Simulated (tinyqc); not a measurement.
Inside a calculation. Model: strained alloy layer of GaSb and GaAs on (001) InP, model-solid band line-up.

Program tinyqc, `OMP_NUM_THREADS=1 python tinyqc.py 2690060 2690061 out.jsonl`; Intel Xeon 2.30GHz, shared host, one thread, about 0.01 s. Printed values are rounded.

The layer is x parts of the first compound and 1 - x of the second, grown coherently on the third as substrate and barrier. Rows of the table: lattice constant a, average valence level Ea on an absolute scale, spin-orbit splitting so, gaps at Gamma, X and L, hydrostatic deformation potentials av and ac (Gamma), shear potential b, elastic constants, electron and heavy-hole (along z) masses. All are interpolated linearly in x; gaps get -C x (1 - x), taken wholly in the conduction band; real line-ups can differ from this model by 0.1 eV or more.

Inputs (values chosen for the exercise):
```
symbol,value,unit,meaning
x,0.54,,fraction of the first compound in the layer
CG,1.43,eV,bowing of the Gamma gap
CX,1.2,eV,bowing of the X gap
CL,1.2,eV,bowing of the L gap
```

## Relaxed alloy and strain

Binary compounds, values chosen for the exercise:
```
              close to GaSb  close to GaAs  close to InP
a (angstrom)          6.096          5.653         5.869
Ea (eV)               -6.25          -6.92         -7.04
so (eV)               0.752           0.34         0.111
EG (eV)               0.736           1.44          1.34
EX (eV)                1.04           1.91          2.22
EL (eV)               0.816           1.71          1.93
av (eV)               0.788           1.16          1.27
ac (eV)               -6.86           -7.2         -5.09
b (eV)                -2.03          -1.72         -1.72
c11 (GPa)              89.2            120           102
c12 (GPa)              40.7           53.2          55.6
me (m0)              0.0393         0.0676        0.0807
mh (m0)               0.251          0.351         0.527
```

In-plane strain e = (a_substrate - a)/a, e_z = -2 (c12/c11) e, volume change 2 e + e_z.

a = 5.89222 angstrom
Gamma gap = 0.704628 eV
X gap = 1.14212 eV
L gap = 0.929160 eV
e = -0.394079 %
e_z = 0.354171 %
volume change = -0.433987 %

The relaxed alloy has its lowest gap at Gamma (direct). The layer is under compressive in-plane strain.

## Band edges and offsets

In-plane strain e = (a_substrate - a)/a, e_z = -2 (c12/c11) e, volume change 2 e + e_z. With v = 2 e + e_z and d = 2 b (e_z - e): Eav = Ea + av v; E_hh = Eav + so/3 - d/2; E_lh = Eav - so/6 + d/4 + sqrt(so^2 + so d + 9 d^2/4)/2; E_c = Ea + so/3 + EG + ac v (Gamma). Substrate: E_v = Ea + so/3, E_c = E_v + EG. Well depths: dEc = E_c(substrate) - E_c, dEhh = E_hh - E_v(substrate), dElh likewise; strained Gamma gap E_c - max(E_hh, E_lh); positive values confine carriers in the layer.

d = -0.0282449 eV
E_hh = -6.36075 eV
E_lh = -6.38827 eV
E_c = -5.63563 eV
strained Gamma gap = 0.725118 eV
dEc = -0.0273716 eV
dEhh = 0.642253 eV
dElh = 0.614735 eV

The heavy-hole band lies on top, by 27.5 meV. At Gamma the line-up is type II, holes in the layer and electrons outside.

## Critical thickness

In-plane strain e = (a_substrate - a)/a. Matthews-Blakeslee for 60-degree dislocations in a single layer: hc = k (ln(hc/bv) + 1), k = bv (1 - nu/4)/(4 pi |e| (1 + nu)), nu = c12/(c11 + c12), bv = a/sqrt(2); the larger root.

nu = 0.310043
bv = 0.416643 nm
hc = 31.5624 nm

The layer, Lw = 14.4 nm, is thinner than hc, so it stays coherent by this criterion.
